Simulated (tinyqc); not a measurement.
# Worked calculation: input admittance of a MOSFET at zero drain bias: distributed channel and distributed gate

Computed by the program tinyqc: `OMP_NUM_THREADS=1 python tinyqc.py 2262066 2262067 out.jsonl`, one thread of a shared Intel Xeon 2.30GHz, about 0.01 s for the whole run. Printed values are rounded.

Source and drain grounded, strong inversion, w = 2 pi f, Cox = eps0 eox/tox. The channel is an RC line of resistance 1/(mu Cox Vo) per square fed from both ends, so one finger has the intrinsic admittance y = i w Cox L tanh(g)/g per width, g = (1/2) sqrt(i w tau), tau = L^2/(mu Vo). The vertical resistance rv/L is in series with y, the overlaps 2 i w Cov in parallel: y_t = 1/(1/y + rv/L) + 2 i w Cov. The gate strip is a line of Rsh/L per length loaded by y_t, so a finger has Y = y_t Wf tanh(k)/k, k = (Wf/sd) sqrt(y_t Rsh/L); the device has Nf Y.

Values chosen for this exercise; values of the order met in silicon radio-frequency transistors:
- eox = 9.04 (relative permittivity of the gate insulator (close to aluminium oxide))
- tox = 3.7 nm (insulator thickness)
- L = 0.47 um (channel length)
- Wf = 9 um (finger width)
- Nf = 16 (number of fingers)
- mu = 150 cm^2/(V s) (channel mobility)
- Vo = 0.63 V (gate overdrive)
- Rsh = 4.8 ohm/square (sheet resistance of the gate)
- rv = 0 ohm um^2 (vertical resistivity of the gate stack)
- sd = 2 (number of ends at which a finger is contacted)
- Cov = 0.22 fF/um (overlap and fringe capacitance on each side)
- f = 4.7 GHz (frequency)

Constants: eps0 = 8.8541878128e-14 F/cm where lengths are in cm. Results are converted to the units shown.

## Low-frequency resistances and capacitance

Low-frequency limits, with c = Cox L and ct = c + 2 Cov: R_strip = Rsh Wf/(3 sd^2 L Nf), R_ch = (c/ct)^2 L/(12 mu Cox Vo Wf Nf), R_vert = (c/ct)^2 rv/(L Wf Nf), C = ct Wf Nf.

parts (ohm): strip 0.4787234, channel 1.222388, vertical 0
sum = 1.701111 ohm
C = 1527.477 fF
1/(2 pi R C) = 61.25093 GHz

The channel term is the largest, 71.9 % of the sum.

## Admittance of the channel and stack per width

tau, g, c = Cox L, y and y_t as defined.

tau = 23.37566 ps
g = 0.2937486+0.2937486i
c = 10.16748 fF/um
y = 17.1895+299.0690i uS/um
y_t = 17.1895+312.0626i uS/um

w tau = 0.690, and Im y is 0.996 of w c.

## Input impedance of the device

k and Y as defined; Z = 1/(Nf Y) = R + 1/(i w C); Q = |Im Z|/R; signal at the point farthest from a contact |1/cosh k|.

k = 0.1846483+0.1747571i
Nf Y = 3.43430+44.80595i mS
R = 1.700680 ohm
C = 1526.167 fF
Q = 13.04661
signal at the far point = 0.9978799

R is 0.025 % below its low-frequency limit and C is 0.086 % below its own.
